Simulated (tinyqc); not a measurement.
# Undoped gate-all-around wire MOSFET, analytic charge model: effects of single changes

An undoped round wire of radius R under an insulator shell and a surrounding gate; long channel, electrons only, n = ni exp((psi - V)/Vt) with V the quasi-Fermi potential (0 at the source, Vd at the drain), constant mobility, no quantisation. The radial Poisson equation gives n(r) = n(0)/(1 - (1 - b) r^2/R^2)^2 with b = Q0/(Q + Q0). Q is the electron charge per area of the wire surface.

Parameters, values chosen for the exercise; material values close to those of germanium:
- T = 350 K (temperature)
- Eg = 0.652 eV (band gap)
- eps_r = 16 (relative permittivity of the semiconductor)
- Nc = 1.3e19 cm^-3 (conduction-band density of states at T)
- Nv = 7.46e18 cm^-3 (valence-band density of states at T)
- eox = 8.74 (relative permittivity of the gate insulator)
- tox = 3.8 nm (insulator thickness)
- R = 5 nm (wire radius)
- dphi = 0.11 V (gate work function less that of the intrinsic body)
- mu = 240 cm^2/(V s) (channel mobility)
- L = 0.5 um (gate length)
- Vd = 0.8 V (drain voltage)

Constants: q = 1.602176634e-19 C, kB = 1.380649e-23 J/K, Vt = kB T/q, eps0 = 8.8541878128e-14 F/cm where lengths are in cm. Results are converted to the units shown.

Each table varies one quantity; the others keep the values above.

## Effect of the wire radius

ni = sqrt(Nc Nv) exp(-Eg/(2 Vt)), Eg in volts; Cox = eps0 eox/(R ln(1 + tox/R)); Q0 = 4 eps0 eps_r Vt/R; V0 = dphi + Vt ln[8 eps0 eps_r Vt/(q ni R^2)]. Q solves Vg - V0 - V = Q/Cox + Vt ln(Q/Q0) + Vt ln(1 + Q/Q0). I = mu (2 pi R/L)[2 Vt (Qs - Qd) + (Qs^2 - Qd^2)/(2 Cox) + Vt Q0 ln((Qd + Q0)/(Qs + Q0))], with Qs at V = 0 and Qd at V = Vd.  I(low) is taken at Vg = 0.18 V, Qs and I(high) at Vg = 0.93 V.

Result of one run:

| R (nm) | V0 (V) | I(low) (nA) | Qs(high) (nC/cm^2) | I(high) (uA) |
|---|---|---|---|---|
| 4.6 | 0.4367 | 0.03126 | 1163 | 4.108 |

What becomes of these results when the wire radius R is changed from 4.6 to 12 nm, all else the same?

Result of the changed run:

| R (nm) | V0 (V) | I(low) (nA) | Qs(high) (nC/cm^2) | I(high) (uA) |
|---|---|---|---|---|
| 12 | 0.3789 | 0.2124 | 1006 | 9.686 |

The whole series:

| R (nm) | V0 (V) | I(low) (nA) | Qs(high) (nC/cm^2) | I(high) (uA) |
|---|---|---|---|---|
| 1.7 | 0.4968 | 0.004271 | 1523 | 1.862 |
| 2.3 | 0.4785 | 0.007817 | 1383 | 2.339 |
| 3.3 | 0.4567 | 0.01609 | 1253 | 3.116 |
| 4.6 | 0.4367 | 0.03126 | 1163 | 4.108 |
| 6.4 | 0.4168 | 0.06048 | 1094 | 5.470 |
| 8.9 | 0.3969 | 0.1169 | 1042 | 7.354 |
| 12 | 0.3789 | 0.2124 | 1006 | 9.686 |

As R goes from 1.7 to 12 nm, I(low) rises from 0.00427 to 0.212 nA and I(high) rises from 1.86 to 9.69 uA. On average I(low) goes as R^(2.00) and I(high) goes as R^(0.84). Below threshold the charge is proportional to the cross-section of the body; above it the insulator sets the charge. In every row the surface density at the source at the higher gate voltage passes 0.3 Nc, where Boltzmann statistics fail. For R = 1.7 to 6.4 nm the body is thin enough for quantum confinement, left out here, to raise the threshold.

## Effect of the gate work function less that of the intrinsic body

Same model as above.

Results:

| dphi (V) | V0 (V) | I(low) (nA) | Qs(high) (nC/cm^2) | I(high) (uA) |
|---|---|---|---|---|
| -0.04 | 0.28168 | 4.9365 | 1512.5 | 7.4123 |
| 0.01 | 0.33168 | 1.0009 | 1388.4 | 6.3195 |
| 0.06 | 0.38168 | 0.19327 | 1265.3 | 5.3193 |
| 0.11 | 0.43168 | 0.036925 | 1143.3 | 4.4114 |
| 0.21 | 0.53168 | 0.0013417 | 903.50 | 2.8689 |
| 0.26 | 0.58168 | 2.5567e-4 | 786.25 | 2.2321 |

Estimate the missing row, dphi = 0.16 V.

Computed row:

| dphi (V) | V0 (V) | I(low) (nA) | Qs(high) (nC/cm^2) | I(high) (uA) |
|---|---|---|---|---|
| 0.16 | 0.48168 | 0.0070399 | 1022.6 | 3.5950 |

With this row back in the table: As dphi goes from -0.04 to 0.26 V, I(low) falls from 4.94 to 2.56e-4 nA and I(high) falls from 7.41 to 2.23 uA. V0 rises from 0.282 to 0.582 V. In every row the surface density at the source at the higher gate voltage passes 0.3 Nc, where Boltzmann statistics fail. At dphi = -0.04 V mu V/L at the higher gate voltage, with V the smaller of Vd and Vg - V0, passes 3e6 cm/s, so velocity saturation would lower the current. In every row the body is thin enough for quantum confinement, left out here, to raise the threshold.

Numbers from tinyqc (`OMP_NUM_THREADS=1 python tinyqc.py 2460060 2460061 out.jsonl`; about 0.02 s on one thread of a shared Intel Xeon 2.30GHz).
